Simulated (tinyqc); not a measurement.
# MOSFET with velocity saturation and source resistance, step by step

Computed by the program tinyqc: `OMP_NUM_THREADS=1 python tinyqc.py 2500149 2500150 out.jsonl`, one thread of a shared Intel Xeon 2.30GHz, about 0.01 s for the whole run. Printed values are rounded.

Strong inversion, charge Q = Cox (Vg - m V) at channel potential V with Vg the gate overdrive, and drift velocity v = mu E/(1 + mu E/vsat). Integrating along the channel gives I = mu Cox (1/L)(Vg Vd - m Vd^2/2)/(1 + Vd/Vc) per width, Vc = vsat L/mu, which peaks at Vdsat. Units: I in uA/um, Rs in ohm um, so the drop over Rs is 1e-6 I Rs volts.

Inputs (values chosen for the exercise):
- Cox = 2.38 uF/cm^2 (gate capacitance)
- mu0 = 100 cm^2/(V s) (mobility at low gate voltage)
- th = 0.6 1/V (mobility degradation)
- vsat = 8.6e6 cm/s (saturation velocity)
- m = 1.29 (body factor)
- VT = 0.6 V (threshold)
- L = 0.1 um (channel length)
- Rs = 200 ohm um (source resistance)
- Vgs = 1.5 V (gate voltage)

## Saturation without source resistance

Vg = Vgs - VT (0 if negative), mu = mu0/(1 + th Vg), Vc = vsat L/mu, x = sqrt(1 + 2 Vg/(m Vc)), Vdsat = 2 Vg/(m (1 + x)), Isat = Cox vsat Vg (x - 1)/(x + 1) per width. Long-channel limit: mu Cox Vg^2/(2 m L); short-channel limit: Cox vsat Vg.

Vg = 0.9 V
mu = 64.9351 cm^2/(V s)
Vc = 1.32440 V
Vdsat = 0.573503 V
Isat = 327.859 uA/um
long-channel limit = 485.201 uA/um
short-channel limit = 1842.12 uA/um

Isat is 0.676 of the long-channel and 0.178 of the short-channel limit.

## Iteration 1: saturation current with source resistance

I at the start = 0 uA/um

Vg = Vgs - I Rs - VT (0 if negative), mu = mu0/(1 + th Vg), Vc = vsat L/mu, x = sqrt(1 + 2 Vg/(m Vc)), Vdsat = 2 Vg/(m (1 + x)), Isat = Cox vsat Vg (x - 1)/(x + 1) per width. I(new) = Isat.

Vg = 0.9 V
mu = 64.9351 cm^2/(V s)
Vc = 1.32440 V
Vdsat = 0.573503 V
Isat = 327.859 uA/um
I after iteration 1 = 327.859 uA/um

## Iteration 2: saturation current with source resistance

As before.

Vg = 0.834428 V
mu = 66.6375 cm^2/(V s)
Vc = 1.29056 V
Vdsat = 0.535673 V
Isat = 293.532 uA/um
I after iteration 2 = 293.532 uA/um

## Course of the iteration: saturation current with source resistance

Stop when I changes by less than 1e-6 uA/um, or after 80 iterations.

Course of the iteration:
```
iteration,I (uA/um),|change| (uA/um)
1,327.859,328
2,293.532,34.3
3,297.089,3.56
4,296.720,0.369
5,296.758,0.0383
6,296.754,3.97e-3
7,296.754,4.12e-4
8,296.754,4.27e-5
9,296.754,4.43e-6
10,296.754,4.60e-7
```

Converged in 10 iterations. At the end each change is about 0.10 times the one before, with alternating sign: linear convergence. The resistance lowers Isat by 9.49 %.
